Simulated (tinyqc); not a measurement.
From results back to parameters: five-level k.p model folded onto the conduction band. Three cases, with inputs chosen for the exercise.

Problem. The levels are known; the mass and the g factor at E = Eg are given. Find Ep and Ep2.

Second-order sums for the lowest conduction level at E: 1/m = 1 + Cm + (Ep/3)(2/E + 1/(E + Dso)) - (Ep2/3)(2/(E7 + D2 - E) + 1/(E7 - E)); g/2 = 1 + Cg - (Ep/3)(1/E - 1/(E + Dso)) - (Ep2/3)(1/(E7 - E) - 1/(E7 + D2 - E)). E is counted from the top of the valence band; E = Eg at the edge.

Find: coefficients of (Ep, Ep2); right-hand sides 1/m - 1 - Cm and 1 + Cg - g/2; Ep, Ep2.

Method. Both sums are linear in Ep and Ep2, so two equations fix them.

Case 1.

Values chosen (near those of GaSb; shifted at random, so the results belong to these values and not to a real crystal):
- Eg = 0.796 eV (gap at Gamma to the s-like level)
- Dso = 0.762 eV (spin-orbit splitting)
- E7 = 3.23 eV (upper Gamma7 conduction level, from the valence top)
- D2 = 0.33 eV (its spin-orbit splitting, Gamma8 above Gamma7)
- Cm = -2.9 (remote term in 1/m)
- Cg = -0.02 (remote term in g/2)

m = 0.03959076 m0
g = -9.106161

Solution.

coefficients of (Ep, Ep2) (1/eV):
```
         1         2
1  1.05147  -0.37815
2  0.20481   0.01635
```

right-hand sides 1/m - 1 - Cm and 1 + Cg - g/2: 27.1584  5.5331

Ep, Ep2 (eV): 26.80  2.70

Case 2.

Values chosen (near those of InAs; shifted at random, so the results belong to these values and not to a real crystal):
- Eg = 0.416 eV (gap at Gamma to the s-like level)
- Dso = 0.389 eV (spin-orbit splitting)
- E7 = 4.34 eV (upper Gamma7 conduction level, from the valence top)
- D2 = 0.16 eV (its spin-orbit splitting, Gamma8 above Gamma7)
- Cm = -2 (remote term in 1/m)
- Cg = 0 (remote term in g/2)

m = 0.02411892 m0
g = -14.590941

Solution.

coefficients of (Ep, Ep2) (1/eV):
```
         1         2
1  2.01664  -0.24819
2  0.38720   0.00333
```

right-hand sides 1/m - 1 - Cm and 1 + Cg - g/2: 42.4612  8.2955

Ep, Ep2 (eV): 21.40  2.80

Case 3.

Values chosen (near those of InAs; shifted at random, so the results belong to these values and not to a real crystal):
- Eg = 0.425 eV (gap at Gamma to the s-like level)
- Dso = 0.385 eV (spin-orbit splitting)
- E7 = 4.33 eV (upper Gamma7 conduction level, from the valence top)
- D2 = 0.17 eV (its spin-orbit splitting, Gamma8 above Gamma7)
- Cm = 0 (remote term in 1/m)
- Cg = 0 (remote term in g/2)

m = 0.02343374 m0
g = -14.296424

Solution.

coefficients of (Ep, Ep2) (1/eV):
```
         1         2
1  1.98015  -0.24896
2  0.37279   0.00356
```

right-hand sides 1/m - 1 - Cm and 1 + Cg - g/2: 41.6735  8.1482

Ep, Ep2 (eV): 21.80  6.00

Computed by tinyqc, one run a case: `OMP_NUM_THREADS=1 python tinyqc.py N N+1 out.jsonl` with N = 1081175, 1081225, 1081234; one thread of a shared Intel(R) Xeon(R) Processor @ 2.30GHz, about 0.01 s a run at most.
